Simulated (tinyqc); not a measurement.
Coherent transport through a tight-binding region between two chains, step by step. Computed by tinyqc, a small Python program that keeps every step. Settings: temperature = 300, mu = 0.13. Command: `OMP_NUM_THREADS=1 python tinyqc.py 26485 26486 out.jsonl` (the two numbers bound the seeds that draw the settings). One thread of a shared host (Intel(R) Xeon(R) Processor @ 2.60GHz), about 0.08 s of CPU time with the checks.

## Transmission at E = 0.74 eV

H of the central region (eV), lower triangle:
```
          1         2        3
1   0.00000
2  -2.42000   0.64000
3   0.00000  -1.64000  0.00000
```

Leads: semi-infinite chains with site energy 0:

| parameter | value |
|---|---|
| lead hopping t (eV) | 1.250000 |
| coupling to the left lead (eV) | 0.440000 |
| coupling to the right lead (eV) | 1.060000 |
| left contact site | 1 |
| right contact site | 3 |

E = 0.74000 eV

Surface Green function g = (E - i sqrt(4 t^2 - E^2)) / (2 t^2); self-energy tc^2 g on each contact site; G = (E - H - Sigma)^(-1); Gamma = -2 Im Sigma; T = Gamma_L Gamma_R |G_LR|^2; local density of states -Im G_ii / pi.

g = 0.23680-0.76415i 1/eV

G (1/eV), lower triangle:
```
                   1                  2                 3
1   0.23463-0.29063i
2   0.32815+0.06902i  -0.08991-0.03986i
3  -0.36623+0.42465i   0.13101-0.09942i  0.53243-0.62055i
```

local density of states (1/eV): 0.09251  0.01269  0.19753

transmission = 0.15977

## Transmission across the band

The same steps on a grid of energies.

T(E):

| E (eV) | T |
|---|---|
| -2.3750000 | 0.03813 |
| -2.1375000 | 0.06800 |
| -1.9000000 | 0.08501 |
| -1.6625000 | 0.10100 |
| -1.4250000 | 0.11971 |
| -1.1875000 | 0.14321 |
| -0.9500000 | 0.17267 |
| -0.7125000 | 0.20757 |
| -0.4750000 | 0.24329 |
| -0.2375000 | 0.26905 |
| 0.0000000 | 0.27174 |
| 0.2375000 | 0.24765 |
| 0.4750000 | 0.20722 |
| 0.7125000 | 0.16444 |
| 0.9500000 | 0.12730 |
| 1.1875000 | 0.09770 |
| 1.4250000 | 0.07463 |
| 1.6625000 | 0.05629 |
| 1.9000000 | 0.04084 |
| 2.1375000 | 0.02638 |
| 2.3750000 | 0.01042 |

levels of the isolated region (eV): -2.62082  0.00000  3.26082

## Current

I = (2e/h) int T(E) [f(E - mu - V/2) - f(E - mu + V/2)] dE at 300 K with mu = 0.13 eV, the bias not changing H; 2e^2/h = 77.48092 microsiemens; the integral runs over the band on 4001 points.

Current:

| V (volt) | I (microampere) |
|---|---|
| 0.01000 | 0.20223 |
| 0.05000 | 1.01098 |
| 0.10000 | 2.02098 |
| 0.20000 | 4.03408 |
| 0.40000 | 8.00615 |
| 0.80000 | 15.54548 |
